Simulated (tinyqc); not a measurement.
A longer run and its error bar: q-state Potts model on a small periodic square lattice: enumeration, Metropolis, heat-bath and Wolff steps. Computed by tinyqc, a small Python program. Command: `OMP_NUM_THREADS=1 python tinyqc.py 3113960 3113961 out.jsonl potts walk`. One thread of a shared host (Intel(R) Xeon(R) Processor @ 2.30GHz), about 0.04 s of CPU time with the checks.

E = -J x (number of nearest-neighbour bonds with equal states); n x n sites with periodic edges have 2 n^2 bonds. Order parameter m = (q f - 1)/(q - 1), f being the largest share of one state. Sites are numbered row by row from 0. Here q = 4 and n = 3.

Inputs (values chosen for the exercise, for a model of domains or grain orientations):

| quantity | value | unit |
|---|---|---|
| number of states q | 4 | - |
| edge n | 3 | - |
| coupling J | 23 | meV |
| temperature T | 354 | K |
| seed | 172539 | - |

Update: Metropolis.

Constants: k_B = 8.617333262e-05 eV/K.

Method:
- K = J/(k_B T); the infinite square lattice orders at K_c = ln(1 + sqrt(q)); Wolff bond probability p = 1 - exp(-K).
- All q^(n^2) states are counted by their number b of equal bonds; weights g(b) exp(K b), K = J/(k_B T). Per site: u = -J <b>/n^2, c/k_B = K^2 (<b^2> - <b>^2)/n^2.
- ln Z = ln sum g(b) exp(K b); entropy per site s/k_B = (ln Z - K <b>)/n^2.
- After 400 updates are discarded, b is recorded for 4000 sweeps of n^2 steps of the update named (random numbers not printed, so these rows are one sample). Records are averaged in blocks; the error is the scatter of block means over sqrt(number of blocks), and the last column its square over that for single records.

start states:
```
   1  2  3
1  1  1  3
2  3  2  0
3  1  3  3
```

K = 0.753966

<b> = 9.70389

Blocking:

| block length | mean b | error | variance ratio |
|---|---|---|---|
| 1 | 9.35425 | 0.05887 | 1.0000 |
| 4 | 9.35425 | 0.09830 | 2.7882 |
| 16 | 9.35425 | 0.12928 | 4.8222 |
| 40 | 9.35425 | 0.14944 | 6.4435 |
| 100 | 9.35425 | 0.13661 | 5.3851 |

The run gives 9.354 +/- 0.149 (blocks of 40) against the exact 9.704, a difference of 2.3 error bars. Single records understate the error by a factor of about 2.5, because successive records are correlated.

Extremes, crossings and ranges named in words are read from the listed rows.
